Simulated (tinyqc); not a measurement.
The decay curve: photoconductance decay in a wafer: bulk and surface recombination modes, and iron detection by pair splitting. Computed by tinyqc, a small Python program. Command: `OMP_NUM_THREADS=1 python tinyqc.py 3110680 3110681 out.jsonl pcd walk`. One thread of a shared host (Intel(R) Xeon(R) Processor @ 2.30GHz), about 0.01 s of CPU time with the checks.

Both faces of the wafer have the same S; injection is low and all coefficients are constant. x runs from -W/2 to W/2.

Inputs (values chosen for the exercise, modelled on p-type silicon):
```
quantity                          value         unit
thickness W                         775   micrometre
diffusivity D                      31.5       cm^2/s
bulk lifetime tau_b without iron    6.9  microsecond
surface recombination velocity S      4         cm/s
absorption coefficient alpha       3900         1/cm
```

Method:
- Even modes cos(a x) obey b tan b = S W/(2 D) with b = a W/2, odd modes sin(a x) obey -b cot b = S W/(2 D); each decays at the rate 1/tau_b + D a^2.
- tau_eff is the decay time of the first mode. The surface time is 1/(D a^2) of that mode; shortcuts for it are W/(2 S), W^2/(pi^2 D) and their sum, whose error is sum/surface time - 1.
- Light from one face makes n(x, 0) proportional to exp(-alpha (x + W/2)). Only even modes carry the thickness average: weight c_n = [sin b/b] int n cos(a x) dx / (int cos^2(a x) dx x mean n), with int exp(-alpha (x + W/2)) cos(a x) dx = [alpha cos b (1 - E) + a sin b (1 + E)]/(alpha^2 + a^2), E = exp(-alpha W), and int cos^2 = W/2 + sin(2 b)/(2 a).
- Mean density = sum_n c_n exp(-t/tau_n) over 60 modes; the local decay time is -1/(d ln n/dt).

W^2/(pi^2 D) = 19.3194 microsecond

tau_eff = 6.89510 microsecond

Decay:
```
t / (W^2/(pi^2 D))  t (microsecond)  mean density/start  local decay time (microsecond)
0.02                          0.386             0.94510                          6.8694
0.05                          0.966             0.86870                          6.8806
0.10                          1.932             0.75497                          6.8863
0.20                          3.864             0.57034                          6.8903
0.50                          9.660             0.24600                          6.8938
1.00                         19.319             0.06060                          6.8949
2.00                         38.639             0.00368                          6.8951
```

The local decay time goes from 6.87 to 6.90 microsecond against tau_eff = 6.90. Higher modes matter little here.
